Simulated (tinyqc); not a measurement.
Nucleation and growth against temperature: classical nucleation, growth and JMAK kinetics of crystallisation from a melt or glass. Computed by tinyqc, a small Python program. Command: `OMP_NUM_THREADS=1 python tinyqc.py 3020170 3020171 out.jsonl nucl walk`. One thread of a shared host (Intel(R) Xeon(R) Processor @ 2.30GHz), about 0.01 s of CPU time with the checks.

A spherical nucleus cap on a flat wall with a sharp interface of isotropic energy gamma; lambda = Omega^(1/3) is the jump distance.

Inputs (values chosen for the exercise, for a model substance):
```
quantity                        value        unit
melting point T_m                1190           K
heat of melting per volume H     1280      J/cm^3
interface energy gamma          0.138       J/m^2
atomic volume Omega              14.6  angstrom^3
diffusion prefactor D0        1.3e-06       m^2/s
activation energy Q               1.8          eV
contact angle theta               135     degrees
wall area per volume S_v      2.2e+06         1/m
```

Nucleation: on a flat wall. Driving force: Turnbull (linear).

Constants: k_B = 1.380649e-23 J/K; k_B = 8.617333262e-05 eV/K.

Method:
- Driving force per volume: dG = H (T_m - T)/T_m.
- Shape factor f = (2 + cos theta)(1 - cos theta)^2/4.
- W(r) = f [4 pi r^2 gamma - (4/3) pi r^3 dG]; r* = 2 gamma/dG; W* = f 16 pi gamma^3/(3 dG^2); n* = f (4/3) pi r*^3/Omega.
- D = D0 exp(-Q/(k_B T)); attachment rate k+ = (A*/lambda^2) D/lambda^2 with A* = 2 pi r*^2 (1 - cos theta); Zeldovich factor Z = sqrt(W*/(3 pi k_B T))/n*; sites per volume N = S_v/lambda^2; I = N Z k+ exp(-W*/(k_B T)); lag time = 1/(4 pi Z^2 k+).
- Growth (Wilson-Frenkel): u = (D/lambda) [1 - exp(-dG Omega/(k_B T))].
- JMAK with steady nucleation and growth, nuclei spread at random: extended fraction X_e = (pi/3) I u^3 t^4, X = 1 - exp(-X_e); t_X = [-3 ln(1 - X)/(pi I u^3)]^(1/4); final grains per volume = Gamma(5/4) (3/pi)^(1/4) (I/u)^(3/4), Gamma(5/4) = 0.9064024771.
- Grain size = (grains per volume)^(-1/3). Rows are kept where W*/(k_B T) < 70.

Rates:
```
T (K)  W*/(k_B T)  I (1/(m^3 s))     u (m/s)   t_0.5 (s)  grain size (micrometre)
595        12.327     3.5486e+18  2.0490e-12  1.2135e+04               2.8593e-02
654        13.820     1.8058e+19  4.3409e-11  8.1817e+02               4.0843e-02
714        16.050     2.7186e+19  5.5723e-10  1.0891e+02               6.9794e-02
774        19.385     8.9833e+18  4.6311e-09  2.9348e+01               1.5630e-01
833        24.458     3.6697e+17  2.6421e-08  1.7684e+01               5.3731e-01
892        32.780     4.5294e+14  1.1370e-07  3.1578e+01               4.1288e+00
952        48.151     4.0450e+08  3.8942e-07  4.0799e+02               1.8271e+02
```

What does the comparison show, and why?

Among these rows I peaks at 714 K, u at 952 K and the change is fastest at 833 K, between the two. Growth has no barrier W*, so it peaks nearer T_m than nucleation. The grain size goes as (u/I)^(1/4), from 0.029 micrometre at the lowest T to 180 at the highest.

Extremes, crossings and ranges named in words are read from the listed rows.
